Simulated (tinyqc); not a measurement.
Interface roughness in a thin film (subband fluctuation and scattering): one step. Scattering time and mobility. Four cases, with inputs chosen for the exercise.

Problem. Integrate over theta.

Gaussian roughness spectrum S(q) = pi D^2 Lc^2 exp(-q^2 Lc^2/4). Degenerate gas, taken to fill one subband (the second starts to fill once c kF^2/md exceeds E2 - E1, which is not tested here): kF = sqrt(2 pi Ns/gv), q = 2 kF sin(theta/2), 1/tau = (md/(2 pi c hbar)) G^2 times the integral from 0 to pi of S(q)(1 - cos theta)/eps(q)^2 dtheta, eps(q) = 1 + qs/q with screening (qs = gv md q0/(c eps), q0 = e^2/(4 pi eps0), form factors left out, which overstates the screening; other scattering is left out too, so these values lie far above measured mobilities in all but the thinnest films) or 1 without; mobility = tau c2/md with c2 = e/m0 = 1.75882e15 cm^2/(V s^2); 1e12/cm^2 = 1e-4/angstrom^2.

Constants: hbar^2/2m0 = 3.80998211 eV angstrom^2; hbar = 6.58211957e-16 eV s; e^2/(4 pi eps0) = 14.39964547 eV angstrom.

Give: a table of case, integral, tau (fs), mobility (cm^2/(V s)).

Case 1.

Values chosen (near those of a thin Si channel on (100), two-fold valleys; not measured data):
- md = 0.187 m0 (mass in the plane)
- gv = 2 (valleys)
- D = 1.5 angstrom (rms height of the roughness)
- Lc = 18 angstrom (correlation length)
- Ns = 2.7 x 1e12/cm^2 (sheet density)
- eps = 8.1 (mean dielectric constant at the channel)

G = |dE1/dt| = 10.824688 meV/angstrom

Solution.

Results:
```
case      integral  tau (fs)  mobility (cm^2/(V s))
bare         2.563     122.5                   1152
screened    0.1241      2531              2.380e+04
```

Screening raises the mobility by a factor 20.7. With it kF l = 133, so by this rate the carriers are far from localisation. G D = 16.2 meV is more than half of EF - E1 = 17.3 meV, though, which makes the Born rate doubtful.

Case 2.

Values chosen (near those of a thin InGaAs channel; not measured data):
- md = 0.046 m0 (mass in the plane)
- gv = 1 (valleys)
- D = 2.8 angstrom (rms height of the roughness)
- Lc = 20 angstrom (correlation length)
- Ns = 1.5 x 1e12/cm^2 (sheet density)
- eps = 10.9 (mean dielectric constant at the channel)

G = |dE1/dt| = 1.445060 meV/angstrom

Solution.

Results:
```
case      integral   tau (fs)  mobility (cm^2/(V s))
bare         2.379       7000              2.676e+05
screened     1.355  1.228e+04              4.697e+05
```

Screening raises the mobility by a factor 1.8. With it kF l = 2.91e+03, so by this rate the carriers are far from localisation. Phonons, and the gate field that presses carriers to the wall, limit real channels far below this value.

Case 3.

Values chosen (near those of a thin Ge channel on (111), one valley; not measured data):
- md = 0.081 m0 (mass in the plane)
- gv = 1 (valleys)
- D = 3.7 angstrom (rms height of the roughness)
- Lc = 38 angstrom (correlation length)
- Ns = 0.69 x 1e12/cm^2 (sheet density)
- eps = 11.5 (mean dielectric constant at the channel)

G = |dE1/dt| = 3.963253 meV/angstrom

Solution.

Results:
```
case      integral  tau (fs)  mobility (cm^2/(V s))
bare         1.990     100.2                   2176
screened    0.6183     322.5                   7003
```

Screening raises the mobility by a factor 3.2. With it kF l = 20, so by this rate the carriers are far from localisation. G D = 14.7 meV is more than half of EF - E1 = 20.4 meV, though, which makes the Born rate doubtful.

Case 4.

Values chosen (near those of a thin Si channel on (100), two-fold valleys; not measured data):
- md = 0.194 m0 (mass in the plane)
- gv = 2 (valleys)
- D = 1.4 angstrom (rms height of the roughness)
- Lc = 42 angstrom (correlation length)
- Ns = 5.6 x 1e12/cm^2 (sheet density)
- eps = 8 (mean dielectric constant at the channel)

G = |dE1/dt| = 4.889680 meV/angstrom

Solution.

Results:
```
case      integral   tau (fs)  mobility (cm^2/(V s))
bare        0.4426      706.7                   6407
screened   0.02501  1.250e+04              1.134e+05
```

Screening raises the mobility by a factor 17.7. With it kF l = 1.31e+03, so by this rate the carriers are far from localisation. Phonons, and the gate field that presses carriers to the wall, limit real channels far below this value.

Computed by tinyqc, one run a case: `OMP_NUM_THREADS=1 python tinyqc.py N N+1 out.jsonl` with N = 1251023, 1251270, 1251372, 1251482; one thread of a shared Intel(R) Xeon(R) Processor @ 2.30GHz, about 0.01 s a run at most.
